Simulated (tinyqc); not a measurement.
Elastic trap-assisted tunnelling through a dielectric: one step of the calculation.

Emitter at x = 0 (Fermi level 0), collector at x = t (Fermi level -V), band edge U(x) = phi - F x, F = V/t. A trap at x has the energy E = U(x) - Et. With G(u) = (4/(3 F)) sqrt(mo/C) max(u, 0)^1.5, C = hbar^2/(2 m0): S1 = G(phi - E) - G(Et), S2 = G(Et) - G(phi - V - E), T1,2 = exp(-S1,2). The steady rate through one trap is nu T1 T2 (f1 - f2)/(T1 + T2), f1 = f(E), f2 = f(E + V), f(y) = 1/(1 + exp(y/Vt)); both contacts offer states at E.

Problem. Rate through a trap near the best position. n equally spaced x from xa to xb, where nearly all of the current flows; J = q Nt times the integral of the rate, by Simpson's rule.

Parameters, values chosen for the exercise; dielectric values close to those of aluminium oxide:

| symbol | value | unit | meaning |
|---|---|---|---|
| T | 300 | K | temperature |
| phi | 2.57 | eV | barrier above the emitter Fermi level |
| mo | 0.39 | m0 | tunnelling mass |
| t | 5.7 | nm | thickness |
| Et | 2.12 | eV | trap depth below the band edge of the dielectric |
| Nt | 8.5e17 | cm^-3 | trap density |
| nu | 1e13 | 1/s | attempt frequency |
| n | 9 |  | points of the grid |
| V | 1.7 | V | voltage |
| xa | 1.88 | nm | left end of the grid |
| xb | 3.17 | nm | right end of the grid |

Constants: q = 1.602176634e-19 C, kB = 1.380649e-23 J/K, hbar = 1.054571817e-34 J s, m0 = 9.1093837015e-31 kg, Vt = kB T/q, hbar^2/(2 m0) = 0.0380998212 eV nm^2. Results are converted to the units shown.

Find: x; E; S1; S2; f1 - f2; rate; J.

Solution.

```
point,x (nm),E (eV),S1,S2,f1 - f2,rate (1/s)
0,1.880,-0.1107,18.63,30.26,0.9864,0.7119
1,2.041,-0.1588,20.32,29.23,0.9979,2.026
2,2.203,-0.2069,22.04,28.17,0.9997,5.838
3,2.364,-0.2550,23.76,27.08,0.9999,16.68
4,2.525,-0.3031,25.50,25.98,1.000,32.18
5,2.686,-0.3512,27.26,24.85,1.000,13.29
6,2.848,-0.3993,29.03,23.70,1.000,2.453
7,3.009,-0.4473,30.82,22.52,1.000,0.4134
8,3.170,-0.4954,32.62,21.33,1.000,0.06839
```

J = 1.547e-7 A/cm^2

Range of the model: Phonon-assisted (inelastic) capture, chains of traps and a spread of trap depths are left out.

tinyqc, about 0.03 s, one thread, Intel Xeon 2.30GHz (shared host): `OMP_NUM_THREADS=1 python tinyqc.py 2370083 2370084 out.jsonl`
